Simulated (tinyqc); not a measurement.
Born-von Karman spring model of a cubic crystal with one atom per cell: one step, computed by the program tinyqc.

First neighbours lie at a/2 (1,1,0) (12 of them), second at a (1,0,0) (6), with all permutations and signs; the volume per atom is Omega = a^3/4.

Question. Dynamical matrix at q. A neighbour at R with unit vector n couples by the matrix K(R) = kL n n^T + kT (1 - n n^T), and D(q) = (1/M) sum_R K(R) [1 - cos(q.R)].

Inputs (values chosen for the exercise, for a model crystal): atomic mass M = 27.3 u; radial spring k1L = 0.387 eV/angstrom^2; transverse spring k1T = -0.015 eV/angstrom^2; radial spring k2L = 0.0087 eV/angstrom^2; transverse spring k2T = 0.00036 eV/angstrom^2.

Lattice: fcc.

wave vector q (2 pi/a): [0.061, 0.25, 0.12]

Give: D(q).

Answer.

D(q) (eV/(angstrom^2 u)), rows x, y, z:
$$\begin{pmatrix}
0.01004 & 0.00397 & 0.00206 \\
0.00397 & 0.01812 & 0.00767 \\
0.00206 & 0.00767 & 0.01124
\end{pmatrix}$$
